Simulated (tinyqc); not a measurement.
# Resistance of a source-drain extension with a graded tip: effects of single changes

y runs along the channel, the gate covers y > 0. The doping is N0 for y < y0 and N0 10^(-(y - y0)/la) beyond, uniform over the depth xj. Sheet conductance s(y) = q mu(N) max(N - Nch, 0) xj + (for y > 0) ma Cox Vo, with mu(N) = u0 + (u1 - u0)/(1 + (N/Nr)^au) and Cox = eps0 eox/tox. Current is taken as one-dimensional; depletion of the tip, spreading and the contact are left out. The metallurgical junction lies at yj, where N = Nch.

Values chosen for this exercise; mobility law close to that of holes in silicon: relative permittivity of the gate insulator (close to silicon dioxide) eox = 3.9; insulator thickness tox = 3 nm; active doping of the extension far from the gate N0 = 2.8e20 cm^-3; lateral abruptness la = 5.8 nm/decade; position under the gate where the fall begins (gate edge at 0) y0 = -0.2 nm; depth of the extension xj = 9 nm; channel doping Nch = 8.2e17 cm^-3; spacer length Ls = 21 nm; gate overdrive Vo = 0.84 V; mobility of the gate-induced layer ma = 76 cm^2/(V s); mobility at low doping u1 = 470.5 cm^2/(V s); mobility at high doping u0 = 44.9 cm^2/(V s); reference doping Nr = 2.23e17 cm^-3; exponent au = 0.719; gate length Lg = 50 nm.

Constants: q = 1.602176634e-19 C, eps0 = 8.8541878128e-14 F/cm where lengths are in cm. Results are converted to the units shown.

Each table varies one quantity; the others keep the values above.

## Abruptness at a fixed junction position

R_spacer = integral of dy/s from -Ls to 0, R_ov from 0 to yj, R_channel = (Lg - 2 yj)/(ma Cox Vo), R_total = 2 R_spacer + 2 R_ov + R_channel. Electrical length L_eff = ma Cox dR_total/d(1/Vo); R_series = R_total - L_eff/(ma Cox Vo). y0 is moved with la so that yj stays at 14.493 nm.

The same in every row: yj (nm) = 14.49; R_channel (ohm um) = 286.0.

Result of one run:
```
la (nm/decade)  R_spacer (ohm um)  R_ov (ohm um)  R_total (ohm um)  L_eff (nm)  R_series (ohm um)
10                          27.96          122.6             587.1       33.47              131.6
```

What becomes of these results when the lateral abruptness la is changed from 10 to 7.4 nm/decade, all else the same?

Result of the changed run:
```
la (nm/decade)  R_spacer (ohm um)  R_ov (ohm um)  R_total (ohm um)  L_eff (nm)  R_series (ohm um)
7.4                         13.24          100.5             513.4       30.52              98.11
```

The whole series:
```
la (nm/decade)  R_spacer (ohm um)  R_ov (ohm um)  R_total (ohm um)  L_eff (nm)  R_series (ohm um)
1                           11.00          20.17             348.3       22.34              44.33
2.3                         11.00          36.89             381.7       24.01              55.05
3.6                         11.00          53.60             415.2       25.68              65.76
4.9                         11.00          70.32             448.6       27.35              76.47
6.1                         11.10          85.66             479.5       28.89              86.39
7.4                         13.24          100.5             513.4       30.52              98.11
8.7                         18.75          112.7             548.9       32.06              112.6
10                          27.96          122.6             587.1       33.47              131.6
```

As la goes from 1 to 10 nm/decade, R_total rises from 348 to 587 ohm um, R_spacer rises from 11.0 to 28.0 ohm um and R_ov rises from 20.2 to 123 ohm um. R_total changes on average by 26.5 ohm um for each nm/decade. L_eff exceeds the metallurgical length by 1.32 nm in the first row and 12.5 nm in the last, since the gate also controls the lightly doped tips.

## Effect of the gate overdrive

Same model as above.

The same in every row: yj (nm) = 14.49; R_spacer (ohm um) = 11.01.

Result of one run:
```
Vo (V)  R_ov (ohm um)  R_channel (ohm um)  R_total (ohm um)  L_eff (nm)  R_series (ohm um)
0.45            118.3               533.8             792.5       26.21              126.8
```

What becomes of these results when the gate overdrive Vo is changed from 0.45 to 0.75 V, all else the same?

Result of the changed run:
```
Vo (V)  R_ov (ohm um)  R_channel (ohm um)  R_total (ohm um)  L_eff (nm)  R_series (ohm um)
0.75            87.81               320.3             517.9       28.05              90.41
```

The whole series:
```
Vo (V)  R_ov (ohm um)  R_channel (ohm um)  R_total (ohm um)  L_eff (nm)  R_series (ohm um)
0.15            205.0                1601              2033       23.40              249.9
0.3             147.1               800.7              1117       24.99              164.7
0.45            118.3               533.8             792.5       26.21              126.8
0.6             100.4               400.3             623.1       27.20              104.8
0.75            87.81               320.3             517.9       28.05              90.41
0.9             78.43               266.9             445.8       28.78              80.17
1.05            71.09               228.8             393.0       29.43              72.52
1.2             65.17               200.2             352.5       30.02              66.58
```

As Vo goes from 0.15 to 1.2, R_total falls from 2030 to 353 ohm um, L_eff rises from 23.4 to 30.0 nm and R_series falls from 250 to 66.6 ohm um. Both extracted quantities depend on the overdrive at which they are taken.

Computed by the program tinyqc: `OMP_NUM_THREADS=1 python tinyqc.py 2282243 2282244 out.jsonl`, one thread of a shared Intel Xeon 2.30GHz, about 0.03 s for the whole run.
